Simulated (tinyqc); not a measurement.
# Off-state leakage of single and stacked transistors: what changes with what

n-channel devices of unit width. Subthreshold current I(Vg, Vs, Vd) = I0 (T/300 K)^0.5 exp[(Vg - Vs - VT(T) - gb (Vs - Vb) + dd (Vd - Vs))/(nf Vt)] (1 - exp(-(Vd - Vs)/Vt)), VT(T) = VT - cT (T - 300 K). Gate-edge tunnelling Ig (Vd/1 V) exp(ag (Vd - 1 V)), for a gate at 0 V, and band-to-band leakage Ab u exp(-Bb/u), u = Vd - Vb + 1 V, flow at a drain held at V; both are taken as independent of T. In a stack of off transistors (all gates at 0 V) the same subthreshold current passes through each.

Parameters, values chosen for the exercise; values of the order met in bulk silicon logic transistors:
```
symbol,value,unit,meaning
T,300,K,temperature
V,1,V,supply voltage
VT,0.36,V,"threshold at 300 K, zero drain and body bias"
cT,0.7,mV/K,fall of the threshold with temperature
I0,0.74,uA/um,current at threshold at 300 K
nf,1.48,,slope factor
dd,0.15,,drain-induced lowering per volt
gb,0.22,,rise of the threshold per volt of source-body bias
Ig,2e-5,uA/um,gate-edge tunnelling current at 1 V
ag,4.6,1/V,exponential slope of the gate current
Ab,30,uA/(um V),prefactor of band-to-band leakage at the drain
Bb,18,V,its exponential voltage
Vb,-0.6,V,body voltage
```

Constants: q = 1.602176634e-19 C, kB = 1.380649e-23 J/K, Vt = kB T/q. Results are converted to the units shown.

Each table varies one quantity; the others keep the values above.

## Subthreshold current against the height of the stack

All n gates at 0 V, bottom source at 0 V, top drain at V; node voltages follow from equal currents.

Results:
```
n,I (nA/um),reduction factor,drain voltage of the bottom device (mV),source voltage of the top device (mV),voltage across the top device (V)
1,0.09710,1.000,1000,0,1.000
2,0.002780,34.92,99.23,99.23,0.9008
4,8.282e-4,117.2,13.54,133.1,0.8669
5,6.119e-4,158.7,9.450,141.5,0.8585
6,4.851e-4,200.2,7.259,148.0,0.8520
```

Estimate the missing row, n = 3.

Computed row:
```
n,I (nA/um),reduction factor,drain voltage of the bottom device (mV),source voltage of the top device (mV),voltage across the top device (V)
3,0.001279,75.90,23.99,120.9,0.8791
```

With this row back in the table: The second transistor cuts the current by a factor of 34.9, the third by a further 2.17 and the sixth by 1.26. The top device keeps 85.2 % of the supply at n = 6, while the drain voltage of the bottom one falls to 0.281 Vt.

## Leakage components against the threshold

Same model as above.

One transistor with Vg = Vs = 0, Vd = V; stack factor I(one)/I(two in series).

The same in every row: gate edge (nA/um) = 0.02000; band-to-band (nA/um) = 76.81; stack factor = 34.92.

Leakage components against the threshold:
```
VT (V),subthreshold (nA/um),total (nA/um),largest part
0.15,23.49,100.3,band-to-band
0.2,6.359,83.19,band-to-band
0.25,1.721,78.56,band-to-band
0.3,0.4659,77.30,band-to-band
0.35,0.1261,76.96,band-to-band
0.4,0.03414,76.87,band-to-band
0.45,0.009240,76.84,band-to-band
0.5,0.002501,76.84,band-to-band
0.55,6.770e-4,76.83,band-to-band
0.6,1.832e-4,76.83,band-to-band
```

As VT goes from 0.15 to 0.6, the total leakage falls from 100 to 76.8 nA/um. The band-to-band part leads at VT = 0.15 and in all other rows. The reduction by a stack of two stays at 34.9, for the subthreshold part alone.

tinyqc, about 0.03 s, one thread, Intel Xeon 2.30GHz (shared host): `OMP_NUM_THREADS=1 python tinyqc.py 2242013 2242014 out.jsonl`
